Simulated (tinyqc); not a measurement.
Inside a calculation. Method: UHF in the sto-3g basis, for H3, spin multiplicity 2. This run ends on a higher stationary point, not on the lowest solution. One step of it, computed by the program tinyqc.

Question. Iteration 2: diagonalisation and new density. Diagonalise F' = X^T F X, C = X C', fill 2 alpha and 1 beta electrons from the bottom; D(s) = C_occ C_occ^T. Each column has its largest component positive (the first on a tie).

extrapolated F(alpha) (hartree):
```
           1H 1s      2H 1s      3H 1s
1H 1s  -0.319233  -0.514133  -0.387678
2H 1s  -0.514133  -0.320488  -0.386977
3H 1s  -0.387678  -0.386977  -0.497820
```

extrapolated F(beta) (hartree):
```
           1H 1s      2H 1s      3H 1s
1H 1s  -0.252695  -0.469454  -0.366079
2H 1s  -0.469454  -0.250868  -0.365595
3H 1s  -0.366079  -0.365595   0.062017
```

X:
```
           1H 1s      2H 1s      3H 1s
1H 1s   1.143161  -0.230984  -0.189783
2H 1s  -0.230984   1.143042  -0.189541
3H 1s  -0.189783  -0.189541   1.121216
```

Give: F' = X^T F X; orbital energies; coefficients C; F' = X^T F X; orbital energies; coefficients C; D(alpha) after iteration 2; D(beta) after iteration 2.

Answer.

F' = X^T F X (alpha) (hartree):
```
         1        2        3
1  -0.0464  -0.4142  -0.1745
2  -0.4142  -0.0484  -0.1731
3  -0.1745  -0.1731  -0.3564
```

orbital energies (alpha) (hartree): MO1 -0.6604, MO2 -0.1576, MO3 0.3668

coefficients C (alpha):
```
          MO1      MO2      MO3
1H 1s  0.3821  -0.5505   0.9732
2H 1s  0.3825  -0.5555  -0.9700
3H 1s  0.4964   1.0405  -0.0029
```

F' = X^T F X (beta) (hartree):
```
         1        2        3
1   0.0333  -0.3767  -0.2891
2  -0.3767   0.0352  -0.2887
3  -0.2891  -0.2887   0.3373
```

orbital energies (beta) (hartree): MO1 -0.5340, MO2 0.4110, MO3 0.5288

coefficients C (beta):
```
          MO1      MO2      MO3
1H 1s  0.5044   0.9716  -0.4446
2H 1s  0.5024  -0.9716  -0.4465
3H 1s  0.2332  -0.0017   1.1290
```

D(alpha) after iteration 2:
```
         1H 1s    2H 1s    3H 1s
1H 1s   0.4491   0.4519  -0.3831
2H 1s   0.4519   0.4549  -0.3881
3H 1s  -0.3831  -0.3881   1.3291
```

D(beta) after iteration 2:
```
        1H 1s   2H 1s   3H 1s
1H 1s  0.2545  0.2534  0.1176
2H 1s  0.2534  0.2524  0.1171
3H 1s  0.1176  0.1171  0.0544
```
